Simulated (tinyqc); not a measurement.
Density of states of one tight-binding band on the square lattice: one step. Energies on the mesh. Two cases, with inputs chosen for the exercise.

Problem. Evaluate the band at all 64 points and collect equal values.

E(k) = -2 t (c1 + c2) - 4 t2 c1 c2 with ci = cos(2 pi ki); k in fractions of the reciprocal vectors, mesh k_i = j/N with j = 0 .. N-1. Densities are per cell and per spin, so the band holds one state.

Case 1.

Values chosen: t = 2.05 eV (nearest hopping); t2 = 0 eV (second hopping); N = 8 (mesh points along each axis).

Case 2.

Values chosen: t = 0.75 eV (nearest hopping); t2 = 0 eV (second hopping); N = 8 (mesh points along each axis).

Give: Distinct energies.

Solution.

Case 1.

Distinct energies:
```
E_k (eV),points
-8.2000,1
-6.9991,4
-5.7983,4
-4.1000,4
-2.8991,8
-1.2009,4
0.0000,14
1.2009,4
2.8991,8
4.1000,4
5.7983,4
6.9991,4
8.2000,1
```

The 64 points give 13 distinct energies between -8.2000 and 8.2000 eV; a dense mesh gives a band from -8.200 to 8.200 eV.

Case 2.

Distinct energies:
```
E_k (eV),points
-3.0000,1
-2.5607,4
-2.1213,4
-1.5000,4
-1.0607,8
-0.4393,4
0.0000,14
0.4393,4
1.0607,8
1.5000,4
2.1213,4
2.5607,4
3.0000,1
```

The 64 points give 13 distinct energies between -3.0000 and 3.0000 eV; a dense mesh gives a band from -3.000 to 3.000 eV.

Computed by tinyqc, one run a case: `OMP_NUM_THREADS=1 python tinyqc.py N N+1 out.jsonl` with N = 1651889, 1680939; one thread of a shared Intel(R) Xeon(R) Processor @ 2.30GHz, about 0.09 s a run at most.
